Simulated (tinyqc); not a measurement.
Quantum point contact as a saddle point: two steps of the calculation.

Potential V0 - m wx^2 x^2/2 + m wy^2 y^2/2; energies are counted from V0. Mode n = 0, 1, ... transmits T_n(E) = 1/(1 + exp(-2 pi (E - E_n)/wx)), E_n = wy (n + 1/2); each mode carries 2 q^2/h.

Parameters, values chosen for the exercise:

| symbol | value | unit | meaning |
|---|---|---|---|
| T | 2.5 | K | temperature |
| wy | 4.5 | meV | transverse quantum hbar wy |
| wx | 1.9 | meV | curvature of the barrier hbar wx |
| mu | 7.3 | meV | Fermi level above the saddle point |
| nE | 13 |  | points of the energy grid |
| xm | 6 |  | half-range of the grid in kB T |

Constants: q = 1.602176634e-19 C, kB = 1.380649e-23 J/K, h = 6.62607015e-34 J s, Vt = kB T/q. Results are converted to the units shown.

Problem 1. Transmissions at the Fermi level. At zero temperature g = G/(2 q^2/h) = sum T_n(mu); Fano factor sum T_n (1 - T_n)/sum T_n. Modes beyond those listed are in the sums but add less than 1e-4 to g.

Give: E_n; T_n; g; G; Fano factor.

Solution 1.

| mode | E_n (meV) | T_n |
|---|---|---|
| 0 | 2.25 | 1.000 |
| 1 | 6.75 | 0.860 |
| 2 | 11.25 | 0.000 |
| 3 | 15.75 | 0.000 |

g = 1.860
G = 144.1 uS
Fano factor = 0.06455

Problem 2. Thermal average on a coarse grid. g(T) = int g(E) (-df/dE) dE = int g(mu + x kB T) dx/(4 cosh^2(x/2)), g(E) the zero-temperature value at E, g = G/(2 q^2/h). Simpson's rule on nE equally spaced x from -xm to xm.

Wanted: x; E; g(E); weight; integral of the weight; g(T); g(T) divided by the integral of the weight.

Solution 2.

| point | x | E (meV) | g(E) | weight |
|---|---|---|---|---|
| 0 | -6.0000 | 6.0074 | 1.0790 | 0.00247 |
| 1 | -5.0000 | 6.2228 | 1.1489 | 0.00665 |
| 2 | -4.0000 | 6.4383 | 1.2629 | 0.01766 |
| 3 | -3.0000 | 6.6537 | 1.4211 | 0.04518 |
| 4 | -2.0000 | 6.8691 | 1.5972 | 0.10499 |
| 5 | -1.0000 | 7.0846 | 1.7515 | 0.19661 |
| 6 | 0.0000 | 7.3000 | 1.8604 | 0.25000 |
| 7 | 1.0000 | 7.5154 | 1.9263 | 0.19661 |
| 8 | 2.0000 | 7.7309 | 1.9625 | 0.10499 |
| 9 | 3.0000 | 7.9463 | 1.9812 | 0.04518 |
| 10 | 4.0000 | 8.1617 | 1.9907 | 0.01766 |
| 11 | 5.0000 | 8.3772 | 1.9955 | 0.00665 |
| 12 | 6.0000 | 8.5926 | 1.9979 | 0.00247 |

integral of the weight = 0.99435
g(T) = 1.7970
g(T) divided by the integral of the weight = 1.8072

Program tinyqc, `OMP_NUM_THREADS=1 python tinyqc.py 2740105 2740106 out.jsonl`; Intel Xeon 2.30GHz, shared host, one thread, about 0.08 s.
